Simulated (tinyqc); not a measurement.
# Resistance of a tapered via with liner, size effect and interface: what changes with what

A round via whose diameter grows from db at the bottom as D(z) = db + 2 z/tan(ang). The fill, of diameter D - 2 tl, starts above the bottom liner (thickness fb tl) and has rho = rho0 (1 + ks lam/(D - 2 tl)); the sidewall liner conducts in parallel with it. The bottom liner and the interface are crossed over the full area pi db^2/4. Spreading in the lines above and below is left out.

Values chosen for this exercise; fill metal close to ruthenium: diameter at the bottom db = 16 nm; height hv = 29 nm; sidewall angle ang = 88 degrees; bulk resistivity of the fill rho0 = 7.99 uohm cm; mean free path of the fill lam = 6.48 nm; size-effect factor ks = 1.3; liner on the sidewall tl = 0.4 nm; liner at the bottom over that on the sidewall fb = 1; resistivity of the liner rl = 170 uohm cm; interface resistivity at the bottom ri = 7.6e-13 ohm cm^2; ballistic conductance per area, about 3/(4 rho0 lam) Sb = 1.5e15 S/m^2; bulk resistivity of the second fill (close to tungsten) rho2 = 5.22 uohm cm; its mean free path lam2 = 15.1 nm; its liner tl2 = 2.9 nm.

Each table varies one quantity; the others keep the values above.

## Via resistance against the diameter at the bottom

Slices between z0 = fb tl and hv, evaluated at their midpoints: conductance per length pi/4 [(D - 2 tl)^2/rho + (D^2 - (D - 2 tl)^2)/rl], slice resistance = slice height over that. 2000 slices. R_fill = sum of the slices; R_bottom = rl fb tl/(pi db^2/4); R_interface = ri/(pi db^2/4); ballistic (Sharvin) limit 1/(Sb pi (db - 2 tl)^2/4); ideal cylinder rho0 hv/(pi db^2/4).

Via resistance against the diameter at the bottom:
```
db (nm)	R_fill (ohm)	R_bottom (ohm)	R_interface (ohm)	R (ohm)	ballistic limit (ohm)	R over ideal cylinder	largest part
6	178.28	24.050	2.6880	205.02	31.392	2.5017	fill
8.3	79.716	12.568	1.4046	93.689	15.090	2.1877	fill
11	40.370	7.1554	0.79972	48.326	8.1587	1.9820	fill
16	16.751	3.3820	0.37799	20.511	3.6739	1.7798	fill
22	8.1039	1.7888	0.19993	10.093	1.8886	1.6558	fill
30	4.0643	0.96200	0.10752	5.1338	0.99553	1.5661	fill
42	1.9543	0.49082	0.054856	2.5000	0.50006	1.4948	fill
58	0.98120	0.25737	0.028765	1.2673	0.25943	1.4451	fill
80	0.49908	0.13528	0.015120	0.64948	0.13532	1.4089	fill
```

R falls from 205 to 0.649 ohm. The fill is the largest part at db = 6 and in all other rows. R goes as db^(-2.41) between the first two rows and db^(-2.08) between the last two; area alone gives -2.

## Via resistance against the liner on the sidewall

Same model as above.

2000 slices.

The same in every row: R_interface (ohm) = 0.3780.

Result of one run:
```
tl (nm)	R_fill (ohm)	R_bottom (ohm)	R (ohm)	ballistic limit (ohm)	R over ideal cylinder	largest part
0.6	17.55	5.073	23.00	3.875	1.996	fill
```

What becomes of these results when the liner on the sidewall tl is changed from 0.6 to 4 nm, all else the same?

Result of the changed run:
```
tl (nm)	R_fill (ohm)	R_bottom (ohm)	R (ohm)	ballistic limit (ohm)	R over ideal cylinder	largest part
4	48.00	33.82	82.20	13.26	7.133	fill
```

The whole series:
```
tl (nm)	R_fill (ohm)	R_bottom (ohm)	R (ohm)	ballistic limit (ohm)	R over ideal cylinder	largest part
0	15.31	0	15.69	3.316	1.362	fill
0.6	17.55	5.073	23.00	3.875	1.996	fill
1.1	19.82	9.301	29.50	4.457	2.560	fill
1.7	23.18	14.37	37.93	5.347	3.292	fill
2.3	27.46	19.45	47.29	6.531	4.103	fill
2.9	32.99	24.52	57.89	8.159	5.023	fill
3.4	38.88	28.75	68.01	10.03	5.901	fill
4	48.00	33.82	82.20	13.26	7.133	fill
```

R rises from 15.7 to 82.2 ohm. The fill is the largest part at tl = 0 and in all other rows. The share of the two bottom terms goes from 2.41 to 41.6 %.

## Two fill metals against the diameter

2000 slices. R_fill = sum of the slices; R_bottom = rl fb tl/(pi db^2/4); R_interface = ri/(pi db^2/4). The second fill has rho2, lam2 and tl2 in place of rho0, lam and tl.

Two fill metals against the diameter:
```
db (nm)	R, first fill (ohm)	R, second fill (ohm)	ratio second/first
8.5	88.53	464.0	5.241
12	39.51	141.6	3.584
17	17.90	49.43	2.762
24	8.338	20.09	2.409
35	3.686	8.252	2.239
49	1.805	3.914	2.168
70	0.8565	1.826	2.132
100	0.4100	0.8666	2.114
```

Read the table: what changes, and by how much?

The ratio goes from 5.24 to 2.11. The first fill gives the lower R in every row.

tinyqc, about 0.01 s, one thread, Intel Xeon 2.30GHz (shared host): `OMP_NUM_THREADS=1 python tinyqc.py 2750142 2750143 out.jsonl`
